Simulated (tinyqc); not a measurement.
Stretching all distances: RHF, UHF, MP2, CISD and CCSD against full CI in the 6-31g basis, for H3+, spin multiplicity 1. Computed by the program tinyqc with PySCF. All coordinates are multiplied by the scale. c0^2 is the weight of the RHF determinant in the lowest singlet FCI state (UHF is spin-contaminated and may lie near states of higher spin) and n(LUMO) the first natural occupation beyond the occupied space.

Geometry (angstrom):

| atom | x | y | z |
|---|---|---|---|
| H | 0.0000 | 0.0000 | 0.0000 |
| H | 0.0000 | 0.0000 | 0.7980 |
| H | 0.0000 | 0.0000 | -0.7980 |

Full CI energy (hartree) and errors against it (kcal/mol):

| scale | distance 1-2 (angstrom) | E(FCI) | RHF | UHF | MP2 | CISD | CCSD | <S^2> UHF | c0^2 | n(LUMO) |
|---|---|---|---|---|---|---|---|---|---|---|
| 0.970 | 0.774 | -1.25308 | 20.896 | 20.896 | 6.271 | 0.000 | 0.000 | 0.000 | 0.976 | 0.040 |
| 1.420 | 1.133 | -1.21034 | 24.865 | 23.862 | 7.961 | 0.000 | 0.000 | 0.198 | 0.951 | 0.080 |
| 1.640 | 1.309 | -1.17582 | 27.782 | 21.422 | 9.204 | 0.000 | 0.000 | 0.463 | 0.931 | 0.109 |
| 1.860 | 1.484 | -1.14378 | 31.629 | 17.816 | 10.737 | 0.000 | 0.000 | 0.636 | 0.905 | 0.145 |
| 2.090 | 1.668 | -1.11466 | 36.535 | 14.292 | 12.473 | 0.000 | 0.000 | 0.755 | 0.871 | 0.188 |
| 2.310 | 1.843 | -1.09111 | 41.896 | 11.631 | 14.040 | 0.000 | 0.000 | 0.830 | 0.835 | 0.232 |

Estimate the missing row, scale = 1.19.

Computed row:
```
scale  distance 1-2 (angstrom)    E(FCI)     RHF     UHF    MP2   CISD   CCSD  <S^2> UHF   c0^2  n(LUMO)
1.190                    0.950  -1.24270  22.710  22.710  7.026  0.000  0.000      0.000  0.966    0.057
```

UHF parts from RHF first at scale 1.42 of those listed, where <S^2> leaves zero. The weight c0^2 goes from 0.98 to 0.83 and n(LUMO) from 0.04 to 0.23: static correlation grows as the bonds break into open-shell fragments. The spread of the error along the curve, which distorts its shape, is CISD 0.0, CCSD 0.0, MP2 7.8, UHF 12.2, RHF 21.0 kcal/mol. With two electrons CISD and CCSD are exact.
